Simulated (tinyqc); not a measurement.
Polarisation charge from two barrier thicknesses.

Problem. Voff = phiB - dEc - q sigma d/(eps0 eb). Find sigma, phiB - dEc and the thickness at which Voff = 0.

Constants: q = 1.602176634e-19 C, eps0 = 8.8541878128e-14 F/cm where lengths are in cm. Results are converted to the units shown.

Voff at d = 17 and 25 nm (V): -5.3905428  -8.2524924
eb = 9.3417000

Solution. Voff is a straight line in d: its slope is -q sigma/(eps0 eb) and its intercept phiB - dEc.

sigma = 1.85e13 cm^-2
phiB - dEc = 0.691 V
thickness for Voff = 0 = 1.93 nm

Numbers from tinyqc (`OMP_NUM_THREADS=1 python tinyqc.py 2180143 2180144 out.jsonl`; about 0.01 s on one thread of a shared Intel Xeon 2.30GHz).
